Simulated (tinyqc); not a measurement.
Inside a calculation. Method: plane-wave Kohn-Sham cycle with exchange-only LDA in a layered model solid. Computed by tinyqc, a small Python program that keeps every step. Settings: points = 16, plane-wave index or count = 3, electrons = 2, k points = 2, area = 23.0, mixing = 0.8, iteration cap = 56. Command: `OMP_NUM_THREADS=1 python tinyqc.py 31398 31399 out.jsonl` (the two numbers bound the seeds that draw the settings). One thread of a shared host (Intel(R) Xeon(R) Processor @ 2.60GHz), about 0.02 s of CPU time with the checks. Later iterations appear only in the table of the cycle.

## Iteration 1: potential

A solid whose potential varies along x alone (atomic units):
```
parameter                      value
period a                   10.700000
cross-section of the cell  23.000000
electrons per cell                 2
grid points                       16
plane waves -n..n, n               3
k points                           2
V1 in V1 cos(2 pi x/a)     -0.120000
V2 in V2 cos(4 pi x/a)     -0.040000
```

density at the start, on the grid x_j = j a/N (e/bohr^3): [0.00812678, 0.00812678, 0.00812678, 0.00812678, 0.00812678, 0.00812678, 0.00812678, 0.00812678, 0.00812678, 0.00812678, 0.00812678, 0.00812678, 0.00812678, 0.00812678, 0.00812678, 0.00812678]

V_H(G) = 4 pi rho(G)/G^2 for G != 0 (uniform background); v_x = -(3 rho/pi)^(1/3); V = V_ext + V_H + v_x; Fourier components f(G_m) = (1/N) sum_j f(x_j) exp(-i G_m x_j).

Potentials on the grid (hartree):
```
x              V_ext       V_H        v_x          V
0.000000   -0.160000  0.000000  -0.197984  -0.357984
0.668750   -0.139150  0.000000  -0.197984  -0.337134
1.337500   -0.084853  0.000000  -0.197984  -0.282837
2.006250   -0.017638  0.000000  -0.197984  -0.215622
2.675000    0.040000  0.000000  -0.197984  -0.157984
3.343750    0.074206  0.000000  -0.197984  -0.123778
4.012500    0.084853  0.000000  -0.197984  -0.113131
4.681250    0.082581  0.000000  -0.197984  -0.115403
5.350000    0.080000  0.000000  -0.197984  -0.117984
6.018750    0.082581  0.000000  -0.197984  -0.115403
6.687500    0.084853  0.000000  -0.197984  -0.113131
7.356250    0.074206  0.000000  -0.197984  -0.123778
8.025000    0.040000  0.000000  -0.197984  -0.157984
8.693750   -0.017638  0.000000  -0.197984  -0.215622
9.362500   -0.084853  0.000000  -0.197984  -0.282837
10.031250  -0.139150  0.000000  -0.197984  -0.337134
```

V(G_m), m = 0, 1, 2, ... (hartree): [-0.197984, -0.060000, -0.020000, 0.000000, 0.000000, 0.000000, 0.000000]

## Iteration 1: Hamiltonian at one k

k = 0.250000 2 pi / a

H(m,m') = (k + G_m)^2/2 delta + V(G_m - G_m'), with V(-G) = V(G).

H (hartree), order -3, -2, -1, +0, +1, +2, +3:
$$\begin{pmatrix}
1.105866 & -0.060000 & -0.020000 & 0.000000 & 0.000000 & 0.000000 & 0.000000 \\
-0.060000 & 0.330021 & -0.060000 & -0.020000 & 0.000000 & 0.000000 & 0.000000 \\
-0.020000 & -0.060000 & -0.101003 & -0.060000 & -0.020000 & 0.000000 & 0.000000 \\
0.000000 & -0.020000 & -0.060000 & -0.187208 & -0.060000 & -0.020000 & 0.000000 \\
0.000000 & 0.000000 & -0.020000 & -0.060000 & 0.071407 & -0.060000 & -0.020000 \\
0.000000 & 0.000000 & 0.000000 & -0.020000 & -0.060000 & 0.674841 & -0.060000 \\
0.000000 & 0.000000 & 0.000000 & 0.000000 & -0.020000 & -0.060000 & 1.623096
\end{pmatrix}$$

## Iteration 1: levels at that k

Diagonalise the Hermitian matrix.

eigenvalues (hartree): [-0.235507, -0.076411, 0.079378, 0.334372, 0.677461, 1.110678, 1.627048]

## Iteration 1: new density

Motion across x is left out: the lowest 1 band(s) hold two electrons at each of the k points (j + 1/2)/nk - 1/2. Residual R = rho(out) - rho(in); rho(new) = rho(in) + 0.8 R. rho(out) = 2/(a A nk) sum |psi|^2 with psi = sum c exp(i G x). Harris energy E = band energy - dV sum rho (V_H/2 + v_x) + (3/4) dV sum rho v_x with rho(in), dV = a A/N, band energy = (2/nk) sum of the filled levels.

rho(out) (e/bohr^3): [0.02204421, 0.01981397, 0.01455485, 0.00905397, 0.00505573, 0.00271566, 0.00149739, 0.00092350, 0.00075408, 0.00092350, 0.00149739, 0.00271566, 0.00505573, 0.00905397, 0.01455485, 0.01981397]

density after iteration 1 (e/bohr^3): [0.01926072, 0.01747653, 0.01326923, 0.00886853, 0.00566994, 0.00379789, 0.00282326, 0.00236416, 0.00222862, 0.00236416, 0.00282326, 0.00379789, 0.00566994, 0.00886853, 0.01326923, 0.01747653]

energy per cell = -0.37202246 hartree

## Iteration 2: potential

As before.

Potentials on the grid (hartree):
```
x              V_ext        V_H        v_x          V
0.000000   -0.160000   0.315333  -0.263966  -0.108632
0.668750   -0.139150   0.284914  -0.255550  -0.109786
1.337500   -0.084853   0.203111  -0.233134  -0.114876
2.006250   -0.017638   0.092473  -0.203833  -0.128998
2.675000    0.040000  -0.022931  -0.175597  -0.158527
3.343750    0.074206  -0.125160  -0.153640  -0.204594
4.012500    0.084853  -0.203478  -0.139179  -0.257805
4.681250    0.082581  -0.252227  -0.131185  -0.300831
5.350000    0.080000  -0.268739  -0.128628  -0.317367
6.018750    0.082581  -0.252227  -0.131185  -0.300831
6.687500    0.084853  -0.203478  -0.139179  -0.257805
7.356250    0.074206  -0.125160  -0.153640  -0.204594
8.025000    0.040000  -0.022931  -0.175597  -0.158527
8.693750   -0.017638   0.092473  -0.203833  -0.128998
9.362500   -0.084853   0.203111  -0.233134  -0.114876
10.031250  -0.139150   0.284914  -0.255550  -0.109786
```

V(G_m), m = 0, 1, 2, ... (hartree): [-0.186052, 0.051358, -0.013617, 0.000821, 0.000144, 0.000004, -0.000001]

## Iteration 2: Hamiltonian at one k

k = 0.250000 2 pi / a

As before.

H (hartree), order -3, -2, -1, +0, +1, +2, +3:
$$\begin{pmatrix}
1.117798 & 0.051358 & -0.013617 & 0.000821 & 0.000144 & 0.000004 & -0.000001 \\
0.051358 & 0.341953 & 0.051358 & -0.013617 & 0.000821 & 0.000144 & 0.000004 \\
-0.013617 & 0.051358 & -0.089071 & 0.051358 & -0.013617 & 0.000821 & 0.000144 \\
0.000821 & -0.013617 & 0.051358 & -0.175276 & 0.051358 & -0.013617 & 0.000821 \\
0.000144 & 0.000821 & -0.013617 & 0.051358 & 0.083339 & 0.051358 & -0.013617 \\
0.000004 & 0.000144 & 0.000821 & -0.013617 & 0.051358 & 0.686773 & 0.051358 \\
-0.000001 & 0.000004 & 0.000144 & 0.000821 & -0.013617 & 0.051358 & 1.635028
\end{pmatrix}$$

## Iteration 2: levels at that k

As before.

eigenvalues (hartree): [-0.211241, -0.070064, 0.089184, 0.344949, 0.688570, 1.121270, 1.637877]

## Iteration 2: new density

As before.

rho(out) (e/bohr^3): [0.00108414, 0.00128596, 0.00195368, 0.00329570, 0.00567361, 0.00940269, 0.01417734, 0.01852276, 0.02032081, 0.01852276, 0.01417734, 0.00940269, 0.00567361, 0.00329570, 0.00195368, 0.00128596]

density after iteration 2 (e/bohr^3): [0.00471946, 0.00452408, 0.00421679, 0.00441026, 0.00567287, 0.00828173, 0.01190653, 0.01529104, 0.01670238, 0.01529104, 0.01190653, 0.00828173, 0.00567287, 0.00441026, 0.00421679, 0.00452408]

energy per cell = -0.45767890 hartree

## Convergence

Stop when sqrt(dV sum R^2) is below 1e-8, dV = a A/N.

Course of the cycle:
```
iteration  E (hartree)  norm of the residual
1          -0.37202246              1.16e-01
2          -0.45767890              1.90e-01
3          -0.65422565              2.01e-01
4          -0.50629059              2.06e-01
5          -0.68660252              2.06e-01
6          -0.50732980              2.07e-01
7          -0.68829092              2.07e-01
8          -0.50749117              2.07e-01
9          -0.68845725              2.07e-01
10         -0.50750403              2.07e-01
11         -0.68847164              2.07e-01
...                ...                   ...
46         -0.50750528              2.07e-01
47         -0.68847304              2.07e-01
48         -0.50750528              2.07e-01
49         -0.68847304              2.07e-01
50         -0.50750528              2.07e-01
51         -0.68847304              2.07e-01
52         -0.50750528              2.07e-01
53         -0.68847304              2.07e-01
54         -0.50750528              2.07e-01
55         -0.68847304              2.07e-01
56         -0.50750528              2.07e-01
```

Not converged within 56 iterations: the residual has stopped falling: the iteration swings between two states. Reruns (cap 100 unless said): mixing 0.1: not converged; mixing 0.5, Kerker q0 1.0: converged in 43 (E = -0.30286); mixing 0.3, Pulay depth 5: converged in 10 (E = -0.30286); the original settings with a cap of 400: not converged.
